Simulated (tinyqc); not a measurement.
Frequency dispersion of an accumulation capacitance by border traps, distributed model: two steps of the calculation.

Traps spread evenly through the insulator exchange electrons with the semiconductor by tunnelling, with tau(x) = t0 exp(2 ka x) at depth x from the interface. The admittance per area Y seen at depth x obeys dY/dx = -Y^2/(i w eps0 eox) + q Nb ln(1 + i w tau)/tau, with Y(0) = i w Cs and w = 2 pi f; the gate sees Y(tox) = G + i w C. Working variable y = Y/(i w), in uF/cm^2. Cox = eps0 eox/tox.

Values chosen for this exercise; permittivity close to that of aluminium oxide:
- eox = 8.65 (relative permittivity of the insulator)
- tox = 4.5 nm (insulator thickness)
- Cs = 7.5 uF/cm^2 (semiconductor capacitance in accumulation)
- Nb = 1.8e19 cm^-3 eV^-1 (density of border traps)
- ka = 6.5 1/nm (decay constant of the wave function in the insulator)
- t0 = 3e-9 s (time constant of a trap at the interface)
- f = 1000 Hz (frequency)
- xe = 1.2 nm (depth down to which the steps are taken)

Constants: q = 1.602176634e-19 C, eps0 = 8.8541878128e-14 F/cm where lengths are in cm. Results are converted to the units shown.

Problem 1. Scales and lumped estimate. Cox; trap-free value 1/(1/Cox + 1/Cs); response depth d = ln(1/(w t0))/(2 ka), where w tau = 1; lumped estimate: all traps within d act as C_bt = q Nb d placed at d/2, so C = 1/{1/[1/(1/Cs + d/(2 eps0 eox)) + C_bt] + (tox - d/2)/(eps0 eox)}.

Wanted: Cox; trap-free C; d; C_bt; lumped C.

Solution 1.

Cox = 1.702 uF/cm^2
trap-free C = 1.387 uF/cm^2
d = 0.8368 nm
C_bt = 0.2413 uF/cm^2
lumped C = 1.403 uF/cm^2

The traps within reach amount to 0.0322 Cs and lie in the first 18.6 % of the insulator.

Problem 2. Midpoint steps through the active depth. In terms of y: dy/dx = -y^2/(eps0 eox) + s(x), s = q Nb ln(1 + z)/z, z = i w tau. 9 midpoint steps of h = xe/9: y_half = y + (h/2) y'(x, y), y(new) = y + h y'(x + h/2, y_half).

Give: x; s; y.

Solution 2.

| point | x (nm) | s (uF/(cm^2 nm)) | y (uF/cm^2) |
|---|---|---|---|
| 0 | 0 | 0.2884+0.0000i | 7.500+0.000i |
| 1 | 0.1333 | 0.2884+0.0000i | 6.678+0.000i |
| 2 | 0.2667 | 0.2884-0.0001i | 6.024+0.000i |
| 3 | 0.4000 | 0.2884-0.0005i | 5.491+0.000i |
| 4 | 0.5333 | 0.2884-0.0028i | 5.050+0.000i |
| 5 | 0.6667 | 0.2872-0.0157i | 4.679-0.001i |
| 6 | 0.8000 | 0.2582-0.0756i | 4.363-0.006i |
| 7 | 0.9333 | 0.1064-0.1064i | 4.079-0.019i |
| 8 | 1.067 | 0.0221-0.0434i | 3.816-0.026i |
| 9 | 1.200 | 0.0040-0.0121i | 3.580-0.025i |

Program tinyqc, `OMP_NUM_THREADS=1 python tinyqc.py 2202233 2202234 out.jsonl`; Intel Xeon 2.30GHz, shared host, one thread, about 0.5 s.
